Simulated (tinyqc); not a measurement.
MOS inversion layer, Poisson-Schroedinger loop: two steps of the calculation.

Electrons confined at an insulator interface at z = 0, treated as a hard wall; parabolic valleys, Hartree approximation, no image or exchange terms. The depletion charge lies far deeper than the electrons and gives a uniform field q Nd/(eps0 eps_r); the gate balances all charge. Energies are counted from the band edge at the interface.

Inputs (values chosen for the exercise); masses and permittivity close to those of silicon (110):
```
symbol,value,unit,meaning
eps_r,11.8,,relative permittivity
mz1,0.318,m0,mass along z of valley set A (4 valley(s))
mz2,0.193,m0,mass along z of valley set B (2 valley(s))
Ns,9.8e11,cm^-2,sheet density of electrons
Nd,2e12,cm^-2,sheet density of depletion charge
dE,0.05,eV,extra shift of set B (strain)
hz,0.85,nm,mesh step
```

Constants: q = 1.602176634e-19 C, hbar = 1.054571817e-34 J s, m0 = 9.1093837015e-31 kg, eps0 = 8.8541878128e-14 F/cm where lengths are in cm, hbar^2/(2 m0) = 0.0380998212 eV nm^2. Results are converted to the units shown.

Question 1. Levels and probability densities. Tridiagonal Hamiltonian with psi = 0 one step beyond both ends: H_ii = C (1/m_(i-1/2) + 1/m_(i+1/2))/hz^2 + V0_i + U_i (+ dE for the set B), H_(i,i+1) = -C/(m_(i+1/2) hz^2), C = hbar^2/(2 m0). The lowest 2 level(s) of each valley set are kept, normalised to hz sum |psi|^2 = 1. The mass is the same on all intervals.

```
node,fixed potential V0 (eV),self-consistent potential U at the start (eV)
1,0.02606925,0
2,0.05213850,0
3,0.07820776,0
4,0.10427701,0
5,0.13034626,0
6,0.15641551,0
7,0.18248477,0
8,0.20855402,0
9,0.23462327,0
10,0.26069252,0
11,0.28676178,0
12,0.31283103,0
13,0.33890028,0
14,0.36496953,0
15,0.39103879,0
```

Wanted: levels; |psi|^2 of A1; |psi|^2 of A2; |psi|^2 of B1; |psi|^2 of B2.

Answer 1.

levels (eV): A1 0.1117, A2 0.1934, B1 0.1823, B2 0.2798

```
node,|psi|^2 of A1 (1/nm),|psi|^2 of A2 (1/nm),|psi|^2 of B1 (1/nm),|psi|^2 of B2 (1/nm)
1,0.1637,0.1474,0.1030,0.0961
2,0.3605,0.1448,0.2675,0.1511
3,0.3373,0.0028,0.3154,0.0461
4,0.1971,0.0969,0.2449,0.0061
5,0.0826,0.2585,0.1424,0.1125
6,0.0266,0.2625,0.0661,0.2214
7,0.0069,0.1617,0.0255,0.2296
8,0.0015,0.0705,0.0084,0.1639
9,0.0003,0.0235,0.0024,0.0894
10,0.0000,0.0063,0.0006,0.0394
11,0.0000,0.0014,0.0001,0.0145
12,0.0000,0.0003,0.0000,0.0046
13,0.0000,0.0000,0.0000,0.0012
14,0.0000,0.0000,0.0000,0.0003
15,0.0000,0.0000,0.0000,0.0000
```

Question 2. Closed-form estimates. Triangular well: E_k = a_k (C F^2/mz)^(1/3), a_1 = 2.338107, a_2 = 4.087949, C = hbar^2/(2 m0), F in eV/nm. Fang-Howard (all electrons in the lowest level of set A): b^3 = 6 (mz1/C) q (Nd + 11 Ns/32)/(eps0 eps_r), centroid 3/b, level C b^2/(4 mz1) + (3/b) q (Nd + 11 Ns/16)/(eps0 eps_r). Use F = q (Nd + Ns)/(eps0 eps_r), the surface field, and F = q (Nd + Ns/2)/(eps0 eps_r).

Wanted: A1 with the surface field; A1 with Nd + Ns/2; A2 with Nd + Ns/2; b; Fang-Howard centroid; Fang-Howard level.

Answer 2.

A1 with the surface field = 0.1473 eV
A1 with Nd + Ns/2 = 0.1307 eV
A2 with Nd + Ns/2 = 0.2285 eV
b = 1.215 1/nm
Fang-Howard centroid = 2.469 nm
Fang-Howard level = 0.1455 eV

Program tinyqc, `OMP_NUM_THREADS=1 python tinyqc.py 2160064 2160065 out.jsonl`; Intel Xeon 2.30GHz, shared host, one thread, about 0.8 s.
